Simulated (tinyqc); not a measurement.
Spin coating of a resist or spin-on film: centrifugal thinning, evaporation and the final thickness (Emslie and Meyerhofer models). Inputs raised by 5 %, one at a time. Computed by tinyqc, a small Python program. Command: `OMP_NUM_THREADS=1 python tinyqc.py 3113426 3113427 out.jsonl spincoat sens`. One thread of a shared host (Intel(R) Xeon(R) Processor @ 2.30GHz), about 0.3 s of CPU time with the checks.

A Newtonian film stays uniform over the wafer; solvent and solids have the same density and the concentration is uniform through the thickness.

Inputs (values chosen for the exercise, of the order of those of a polymer resist in an ester solvent):
```
quantity                                 value          unit
solids volume fraction c0                 0.32             -
kinematic viscosity of the solvent nu_s      1        mm^2/s
viscosity constant k                       480        mm^2/s
viscosity exponent gamma                   2.5             -
spin speed f                              5000           rpm
evaporation rate at 1000 rpm e0           0.11  micrometre/s
starting thickness h0                      300    micrometre
wafer radius R                             150            mm
shrinkage in the bake                       13             %
```

Method:
- omega = 2 pi f/60; nu(c) = nu_s + k c^gamma; evaporation rate e = e0 sqrt(f/1000 rpm).
- Flow constant K = 2 omega^2/(3 nu(c0)); Reynolds number of the air omega R^2/nu_air with nu_air = 15 mm^2/s.
- Meyerhofer estimate: flow rules until (1 - c0) K h^3 = e, then evaporation alone: h_w = (e/((1 - c0) K))^(1/3), dry film c0 h_w.
- Full model for solids s and liquid l per area, h = s + l, c = s/h: ds/dt = -c Q, dl/dt = -(1 - c) Q - e, Q = 2 omega^2 h^3/(3 nu(c)); integrated adaptively (relative tolerance 1e-9) until l = 0.
- Dry film = s at l = 0, before the bake; film after the bake = s x (1 - shrinkage).

Runs:
```
input moved                                       from      to  dry film (nm)  time to dry (s)  dry film, estimate (nm)  wet thickness h_w (micrometre)
base run                                             -       -         1321.5           13.477                   1231.6                          3.8486
solids volume fraction c0                         0.32   0.336         1444.1           13.742                   1355.7                          4.0349
kinematic viscosity of the solvent nu_s (mm^2/s)     1    1.05         1322.0           13.483                   1232.3                          3.8509
viscosity constant k (mm^2/s)                      480     504         1342.7           13.692                   1251.1                          3.9096
viscosity exponent gamma                           2.5   2.625         1271.1           12.926                   1176.5                          3.6767
spin speed f (rpm)                                5000    5250         1289.7           12.835                   1201.9                          3.7559
evaporation rate at 1000 rpm e0 (micrometre/s)    0.11  0.1155         1343.2           13.046                   1251.8                          3.9118
starting thickness h0 (micrometre)                 300     315         1321.5           13.477                   1231.6                          3.8486
```

Exponents ln(y'/y) / ln(x'/x):
```
input                                    dry film  time to dry  dry film, estimate  wet thickness h_w
solids volume fraction c0                   1.819        0.399               1.969              0.969
kinematic viscosity of the solvent nu_s     0.008        0.009               0.012              0.012
viscosity constant k                        0.326        0.324               0.322              0.322
viscosity exponent gamma                   -0.798       -0.855              -0.937             -0.937
spin speed f                               -0.500       -1.000              -0.500             -0.500
evaporation rate at 1000 rpm e0             0.333       -0.667               0.333              0.333
starting thickness h0                       0.000        0.000               0.000              0.000
```

Which inputs matter most for each result?

Among the inputs moved here: dry film answers most in size to solids volume fraction c0 (exponent +1.819), next to viscosity exponent gamma (-0.798); its exponent is below 0.0005 for starting thickness h0. Its exponent -0.500 in spin speed f: (e/omega^2)^(1/3) with e as sqrt(f). Its exponent +0.333 in evaporation rate at 1000 rpm e0: the cube root of the evaporation rate. Time to dry answers most in size to spin speed f (exponent -1.000), next to viscosity exponent gamma (-0.855); its exponent is below 0.0005 for starting thickness h0. dry film, estimate answers most in size to solids volume fraction c0 (exponent +1.969), next to viscosity exponent gamma (-0.937); its exponent is below 0.0005 for starting thickness h0. wet thickness h_w answers most in size to solids volume fraction c0 (exponent +0.969), next to viscosity exponent gamma (-0.937); its exponent is below 0.0005 for starting thickness h0.

Caution (all rows): above a Reynolds number of about 3e5 the air flow near the rim turns turbulent, and evaporation is no longer uniform.
